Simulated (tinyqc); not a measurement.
Worked calculation: UHF in the 6-31g basis, for H2, spin multiplicity 1. One step of it, computed by the program tinyqc.

Question. Orthogonalisation. S = U s U^T; canonical form X = U s^(-1/2), so that X^T S X = 1. Each column of U has its largest component positive (the first on a tie).

overlap S, lower triangle:
```
          1H 1s     1H 2s     2H 1s     2H 2s
1H 1s  1.000000
1H 2s  0.658292  1.000000
2H 1s  0.151336  0.339509  1.000000
2H 2s  0.339509  0.666030  0.658292  1.000000
```

Give: eigenvalues of S; X.

Answer.

eigenvalues of S: 0.1816  0.3782  1.0010  2.4391

X:
```
             1        2        3       4
1H 1s  -0.7154   0.9089   0.6377  0.2773
1H 2s   1.4970  -0.7042   0.3047  0.3579
2H 1s   0.7154   0.9089  -0.6377  0.2773
2H 2s  -1.4970  -0.7042  -0.3047  0.3579
```
